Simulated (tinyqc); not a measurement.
Energy conservation against the time step: molecular dynamics of a small cluster by velocity Verlet steps. Computed by tinyqc, a small Python program. Command: `OMP_NUM_THREADS=1 python tinyqc.py 3030238 3030239 out.jsonl verlet walk`. One thread of a shared host (Intel(R) Xeon(R) Processor @ 2.30GHz), about 0.1 s of CPU time with the checks.

E = sum_(i<j) phi(r_ij), phi(r) = eps [exp(-2 alpha (r - r0)) - 2 exp(-alpha (r - r0))]; the force on i is -sum_j phi'(r_ij) (R_i - R_j)/r_ij.

Inputs (values chosen for the exercise, for model atoms):
```
quantity         value        unit
length r0         2.89    angstrom
well depth eps    0.52          eV
stiffness alpha   1.99  1/angstrom
atomic mass M     89.8           u
time step dt         3          fs
steps              200           -
```

Potential: Morse.

starting positions (angstrom):
```
            x      y      z
atom 1  -0.02   0.02  -0.04
atom 2    2.9  -0.02   0.02
atom 3   1.43   2.45   0.02
atom 4   1.46   0.85   2.32
```

starting velocities (angstrom/fs):
```
               x         y         z
atom 1  -0.00078     2e-05  -0.00057
atom 2   0.00142   0.00024   0.00038
atom 3   0.00126   0.00047     7e-05
atom 4  -0.00191  -0.00073   0.00012
```

Constants: 1 eV/(angstrom u) = 9.648533212e-03 angstrom/fs^2; k_B = 8.617333262e-05 eV/K.

Method:
- Relax the cluster, diagonalise the Hessian (central differences): omega_max = sqrt(c lambda_max/M). Verlet steps are stable for omega_max dt < 2.
- Velocity Verlet: a = c F/M with c = 9.648533212e-3 angstrom/fs^2 per eV/(angstrom u); R(new) = R + v dt + a dt^2/2; v(new) = v + (a + a(new)) dt/2. Kinetic energy K = M v^2/(2c); temperature T = 2K/((3N - 3) k_B), rotation of the cluster included.
- Runs without thermostat over the same span of time, steps x dt; spread = largest minus smallest value. For contrast, the energy gained over the first 30 dt (dt of the inputs) by explicit Euler steps: R(new) = R + v dt, v(new) = v + a dt.

omega_max dt = 0.126216

Energy error (eV):
```
dt (fs)  omega_max dt  Verlet, spread of U + K  Euler, gain in U + K
0.375         0.01578               1.6140e-06              0.001848
0.750         0.03155               6.4565e-06              0.003768
1.500         0.06311               2.5807e-05              0.007837
3.000         0.12622               1.0309e-04              0.016924
6.000         0.25243               4.0743e-04              0.039111
9.000         0.37865               9.1073e-04              0.066654
```

What follows from these numbers?

The Verlet error grows as dt^2.00 between the first rows, the second order of the method. Euler steps gain energy steadily: over that short span the gain in the first row is already 1100 times the Verlet spread of the whole run, and it grows as dt^1.03, tending to the first order of that method as dt shrinks.

Extremes, crossings and ranges named in words are read from the listed rows.
